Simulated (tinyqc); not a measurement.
Worked calculation: RKS/PBE in the 6-31g basis, for H3+, spin multiplicity 1. One step of it, computed by the program tinyqc.

Question. Iteration 1: diagonalisation and new density. Diagonalise F' = X^T F X, C = X C', fill 1 alpha and 1 beta electrons from the bottom; D = 2 C_occ C_occ^T. Each column has its largest component positive (the first on a tie).

Kohn-Sham matrix F (hartree), order 1H 1s, 1H 2s, 2H 1s, 2H 2s, 3H 1s, 3H 2s:
```
[[-0.697719, -0.769165, -0.615355, -0.634337, -0.554207, -0.608442],
 [-0.769165, -0.741958, -0.634337, -0.687381, -0.597296, -0.671633],
 [-0.615355, -0.634337, -0.697719, -0.769165, -0.554207, -0.608442],
 [-0.634337, -0.687381, -0.769165, -0.741958, -0.597296, -0.671633],
 [-0.554207, -0.597296, -0.554207, -0.597296, -0.666686, -0.747587],
 [-0.608442, -0.671633, -0.608442, -0.671633, -0.747587, -0.729995]]
```

X, order 1H 1s, 1H 2s, 2H 1s, 2H 2s, 3H 1s, 3H 2s:
```
[[1.284686, -0.509631, -0.126841, 0.046702, -0.086750, 0.038928],
 [-0.509631, 2.090039, 0.046702, -0.685436, 0.034913, -0.575005],
 [-0.126841, 0.046702, 1.284686, -0.509631, -0.086750, 0.038928],
 [0.046702, -0.685436, -0.509631, 2.090039, 0.034913, -0.575005],
 [-0.086750, 0.034913, -0.086750, 0.034913, 1.274763, -0.506396],
 [0.038928, -0.575005, 0.038928, -0.575005, -0.506396, 1.995881]]
```

Give: F' = X^T F X; orbital energies; coefficients C; D after iteration 1.

Answer.

F' = X^T F X (hartree):
```
[[-0.234, -0.467, -0.265, -0.046, -0.209, -0.050],
 [-0.467, -0.145, -0.046, -0.115, -0.049, -0.113],
 [-0.265, -0.046, -0.234, -0.467, -0.209, -0.050],
 [-0.046, -0.115, -0.467, -0.145, -0.049, -0.113],
 [-0.209, -0.049, -0.209, -0.049, -0.232, -0.460],
 [-0.050, -0.113, -0.050, -0.113, -0.460, -0.149]]
```

orbital energies (hartree): [-1.115, -0.451, -0.421, 0.053, 0.373, 0.423]

coefficients C, order 1H 1s, 1H 2s, 2H 1s, 2H 2s, 3H 1s, 3H 2s:
```
[[0.356, -0.235, 0.392, 0.579, 0.519, -0.999],
 [0.097, -0.565, 1.168, -0.570, -0.878, 1.625],
 [0.356, -0.235, -0.392, 0.579, 0.519, 0.999],
 [0.097, -0.565, -1.168, -0.570, -0.878, -1.625],
 [0.331, 0.473, 0.000, 0.563, -1.117, 0.000],
 [0.088, 1.176, 0.000, -0.459, 1.817, 0.000]]
```

D after iteration 1, order 1H 1s, 1H 2s, 2H 1s, 2H 2s, 3H 1s, 3H 2s:
```
[[0.254, 0.069, 0.254, 0.069, 0.236, 0.063],
 [0.069, 0.019, 0.069, 0.019, 0.064, 0.017],
 [0.254, 0.069, 0.254, 0.069, 0.236, 0.063],
 [0.069, 0.019, 0.069, 0.019, 0.064, 0.017],
 [0.236, 0.064, 0.236, 0.064, 0.219, 0.058],
 [0.063, 0.017, 0.063, 0.017, 0.058, 0.015]]
```
